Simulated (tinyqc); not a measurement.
Optical transitions of a finite quantum well: one step. Absorption of one well. Three cases, with inputs chosen for the exercise.

Question. For light polarised along z (a real waveguide or Brewster geometry adds an angle factor), with all electrons in e1 and none in e2, the peak fractional absorption is 4 pi alpha Ns c f_12/(n_r m1 G) and the area under the Lorentzian line is pi G times that, c = hbar^2/2m0; 1e12/cm^2 = 1e-4/angstrom^2. EF - E1 = 2 pi c Ns/m1 at zero temperature.

Constants: hbar^2/2m0 = 3.80998211 eV angstrom^2; fine-structure constant alpha = 0.007297352564.

Give: peak absorption; area; EF - E1.

Case 1.

Values chosen (out of a larger set: near those of a GaAs well in AlGaAs; not measured data):
- Ns = 0.27 x 1e12/cm^2 (electrons in e1)
- n_r = 3.36 (refractive index)
- G = 12 meV (half width of the line)

Transitions:
```
pair  E (meV)  wavelength (micrometre)  |z| (angstrom)         f
1-2    60.634                  20.4481         30.3642  0.974062
1-3   153.884                   8.0570          0.0000  0.000000
```

m1 = 0.066385 m0

Answer.

peak absorption = 0.343 %
area = 12.94 % meV
EF - E1 = 9.7 meV

Case 2.

Values chosen (out of a larger set: near those of an InGaAs well in InP; not measured data):
- Ns = 0.3 x 1e12/cm^2 (electrons in e1)
- n_r = 3.4 (refractive index)
- G = 20 meV (half width of the line)

Transitions:
```
pair  E (meV)  wavelength (micrometre)  |z| (angstrom)         f
1-2    85.491                  14.5027         32.2774  0.968776
1-3   219.205                   5.6561          0.0000  0.000000
```

m1 = 0.041441 m0

Answer.

peak absorption = 0.360 %
area = 22.64 % meV
EF - E1 = 17.3 meV

Case 3.

Values chosen (out of a larger set: near those of an InGaAs well in InP; not measured data):
- Ns = 0.33 x 1e12/cm^2 (electrons in e1)
- n_r = 3.47 (refractive index)
- G = 3 meV (half width of the line)

Transitions:
```
pair  E (meV)  wavelength (micrometre)  |z| (angstrom)         f
1-2    49.734                  24.9295         42.5702  0.964236
1-3   132.821                   9.3347          0.0000  0.000000
1-4   238.035                   5.2086          3.1026  0.024514
```

m1 = 0.040761 m0

Answer.

peak absorption = 2.620 %
area = 24.69 % meV
EF - E1 = 19.4 meV

EF lies below e2, as assumed.

Computed by tinyqc, one run a case: `OMP_NUM_THREADS=1 python tinyqc.py N N+1 out.jsonl` with N = 1252193, 1252362, 1252363; one thread of a shared Intel(R) Xeon(R) Processor @ 2.30GHz, about 0.08 s a run at most.
